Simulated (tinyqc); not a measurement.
Koster-Slater impurity in a tight-binding band, by Green functions and by supercells: one step, computed by the program tinyqc. Command: `OMP_NUM_THREADS=1 python tinyqc.py 3005479 3005480 out.jsonl kosterslater walk`. One thread of a shared host (Intel(R) Xeon(R) Processor @ 2.30GHz), about 0.03 s of CPU time with the checks.

One orbital per site, e(k) = -2 t sum cos(k_i) over 2 direction(s), band from -4 t to 4 t, lattice constant 1. One site has the extra energy U. Spin is left out.

Problem. Scattering. T = U/(1 - U G0); phase shift delta = -arg(1 - U G0) in (-pi, pi]; host density of states -Im G0/pi; on the impurity -Im[G0/(1 - U G0)]/pi; lifetime of a band state hbar/(-2 c Im T).

Inputs (values chosen for the exercise, for a model band): impurity potential U = -3.89 eV; impurity concentration c = 0.008 per site.

Lattice: square.

G0(E + i eta) = 0.3776902-0.6224526i 1/eV

Constants: hbar = 6.582119569e-16 eV s.

Give: T matrix; phase shift delta; host density of states; density of states on the impurity; scattering lifetime.

Solution.

T matrix = -0.8031-0.7875i eV

phase shift delta = 0.7756 rad

host density of states = 0.1981 1/eV

density of states on the impurity = 0.01657 1/eV

scattering lifetime = 52.24 fs

The Born approximation would take Im T = U^2 Im G0 = -9.42 eV, 12.0 times the full value.
